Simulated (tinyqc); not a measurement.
Abrupt p-n junction, non-linear Poisson equation by Newton steps: course of the Newton iteration.

One dimension, p side on the left, n side on the right; net doping C = -Na for x < 0 and +Nd for x > 0. The potential psi is counted from the intrinsic level, and the quasi-Fermi potentials are flat: 0 for holes and -V for electrons, so n = ni exp((psi + V)/Vt) and p = ni exp(-psi/Vt) (Boltzmann statistics, full ionisation, no current). Under reverse bias this makes the minority densities vanishingly small everywhere; they play no part in the charge.

a_i = eps0 eps_r/h_i for the interval from node i to i + 1, with h_i = x_(i+1) - x_i in cm.

Start: A straight line in x from psi_p = -Vt ln(Na/ni) at the first node to psi_n = Vt ln(Nd/ni) - V at the last.

n_i = ni exp((psi_i + V)/Vt), p_i = ni exp(-psi_i/Vt), rho_i = p_i - n_i + C_i, g_i = (n_i + p_i)/Vt. Box widths w_i = (h_(i-1) + h_i)/2 in cm. Residual F_i = a_i (psi_(i+1) - psi_i) - a_(i-1) (psi_i - psi_(i-1)) + q rho_i w_i; Jacobian: a_(i-1) and a_i beside the diagonal, b_i = -a_(i-1) - a_i - q g_i w_i on it. The two end nodes are fixed.

Solve the tridiagonal system a_(i-1) d_(i-1) + b_i d_i + a_i d_(i+1) = -F_i for nodes 1 to 10, with d = 0 on fixed nodes. The full step is added.

Stop when the largest undamped |d| is below 1e-9 V, or after 20 iterations.

Inputs (values chosen for the exercise); band and dielectric values those of a made-up semiconductor: temperature T = 300 K; band gap Eg = 1.35 eV; relative permittivity eps_r = 8.81; conduction-band density of states at T Nc = 2.77e19 cm^-3; valence-band density of states at T Nv = 3.28e19 cm^-3; acceptor density of the p side Na = 2.9e15 cm^-3; donor density of the n side Nd = 5.3e16 cm^-3; bias of the p side against the n side V = -6.8 V.

Constants: q = 1.602176634e-19 C, kB = 1.380649e-23 J/K, Vt = kB T/q, eps0 = 8.8541878128e-14 F/cm where lengths are in cm. Results are converted to the units shown.

| node | x (nm) | net doping C (cm^-3) |
|---|---|---|
| 0 | -2820 | -2.9e15 |
| 1 | -930 | -2.9e15 |
| 2 | -296 | -2.9e15 |
| 3 | -83.5 | -2.9e15 |
| 4 | -12 | -2.9e15 |
| 5 | 12 | 5.3e16 |
| 6 | 39.1 | 5.3e16 |
| 7 | 69.7 | 5.3e16 |
| 8 | 104 | 5.3e16 |
| 9 | 143 | 5.3e16 |
| 10 | 187 | 5.3e16 |
| 11 | 237 | 5.3e16 |

ni = 1.37935e8 cm^-3

Course of the iteration:

| iteration | largest \|F\| (C/cm^2) | largest \|d\| (V) | at node |
|---|---|---|---|
| 1 | 5.86e-8 | 4.61 | 1 |
| 2 | 8.21e7 | 0.0259 | 6 |
| 3 | 3.02e7 | 0.0259 | 7 |
| 4 | 1.11e7 | 0.0259 | 7 |
| 5 | 4.09e6 | 0.0259 | 7 |
| 6 | 1.50e6 | 0.0259 | 7 |
| 7 | 5.53e5 | 0.0259 | 6 |
| 8 | 2.04e5 | 0.0259 | 8 |
| 9 | 7.49e4 | 0.0259 | 7 |
| ... | ... | ... | ... |
| 12 | 3730 | 0.0259 | 7 |
| 13 | 1370 | 0.0259 | 7 |
| 14 | 505 | 0.0259 | 7 |
| 15 | 186 | 0.0259 | 7 |
| 16 | 68.3 | 0.0259 | 7 |
| 17 | 25.1 | 0.0259 | 7 |
| 18 | 9.24 | 0.0259 | 7 |
| 19 | 3.40 | 0.0259 | 7 |
| 20 | 1.25 | 0.0259 | 7 |

Did this iteration meet its convergence test, and what does its course show?

No. Not converged within 20 iterations. The largest step sits at about Vt = 25.9 mV an iteration. An early full step of 4.61 V left a carrier density far too high, and where one exponential dominates the residual a Newton step lowers its exponent by only one. A rerun with the same steps from the neutral start converges in 9 iterations.

Computed by the program tinyqc: `OMP_NUM_THREADS=1 python tinyqc.py 2000026 2000027 out.jsonl`, one thread of a shared Intel Xeon 2.30GHz, about 0.02 s for the whole run.
